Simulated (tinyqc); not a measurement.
Absorption edge of a degenerate semiconductor, band filling against gap narrowing: one step of the calculation.

n-type, parabolic bands, full ionisation. eta = (EF - Ec)/kB T solves N = Nc F12(eta), F12(x) = (2/sqrt(pi)) int_0^infinity sqrt(u)/(1 + exp(u - x)) du. The gap shrinks rigidly by dEg = a3 y^(1/3) + a4 y^(1/4) + a2 y^(1/2), y = N/1e18 cm^-3, an empirical law that is here taken as the true narrowing.

Task. Fermi level. Newton step on ln F12(eta) = ln(N/Nc): eta(new) = eta - ln(Nc F12/N) F12/Fm, Fm(x) = dF12/dx = (1/sqrt(pi)) int_0^infinity u^(-1/2)/(1 + exp(u - x)) du.

Parameters, values chosen for the exercise:
- Nc = 2.19e18 cm^-3 (conduction-band density of states at 300 K, from me)
- N = 1.3e19 cm^-3 (ionised donor density)

eta at the start (Boltzmann value) = 1.781

Find: F12; Fm; eta after iteration 1.

Result.

F12 = 2.5132
Fm = 1.3715
eta after iteration 1 = 3.3560

Range of the model: Band tails, non-parabolic bands and incomplete ionisation are left out.

Program tinyqc, `OMP_NUM_THREADS=1 python tinyqc.py 2330172 2330173 out.jsonl`; Intel Xeon 2.30GHz, shared host, one thread, about 0.01 s.
